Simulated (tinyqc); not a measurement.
# Depth and level of a trap from the time ratio

Question. For an oxide trap tc/te = exp(E/Vt) with E = E0 - dpsi - (xt/tox)(Vg - VT - dpsi), dpsi being the rise of the surface potential above its value at threshold. Find xt and E0, and the depth that would be read if dpsi were ignored.

Inputs (values chosen for the exercise): temperature T = 350 K; insulator thickness tox = 4.2 nm.

Constants: q = 1.602176634e-19 C, kB = 1.380649e-23 J/K, Vt = kB T/q. Results are converted to the units shown.

Vg - VT (V): 0.29  0.44
tc/te: 2.5630622  0.16885316
dpsi (V): 0.073225398  0.087295112

Solution. E + dpsi is a straight line in the oxide voltage Vg - VT - dpsi with slope -xt/tox and intercept E0. Ignoring dpsi assigns the motion of the bands to the trap and overstates its depth.

xt = 2.100 nm
E0 = 0.2100 eV
depth read without dpsi = 2.297 nm

tinyqc, about 0.01 s, one thread, Intel Xeon 2.30GHz (shared host): `OMP_NUM_THREADS=1 python tinyqc.py 2710163 2710164 out.jsonl`
